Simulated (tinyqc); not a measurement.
# Gap voltage and exponent from three temperatures

Inverse problem. At constant current VBE(T) = Vg0 - a T - eta (kB T/q) ln T, where a is a constant. Find Vg0, eta and dVBE/dT at the middle temperature.

Constants: q = 1.602176634e-19 C, kB = 1.380649e-23 J/K. Results are converted to the units shown.

T (K): 300  330  390
VBE at a constant current (V): 0.7382758038  0.6872461076  0.5827157855

Answer. The relation is linear in Vg0, a and eta, so three points give a linear system; the slope is (VBE - Vg0 - eta kB T/q)/T. eta rests on the curvature of VBE(T) alone, so real fits need accuracy of some tens of microvolts or better.

Vg0 = 1.15 V
eta = 3.60
dVBE/dT = -1.72 mV/K

tinyqc, about 0.02 s, one thread, Intel Xeon 2.30GHz (shared host): `OMP_NUM_THREADS=1 python tinyqc.py 2062177 2062178 out.jsonl`
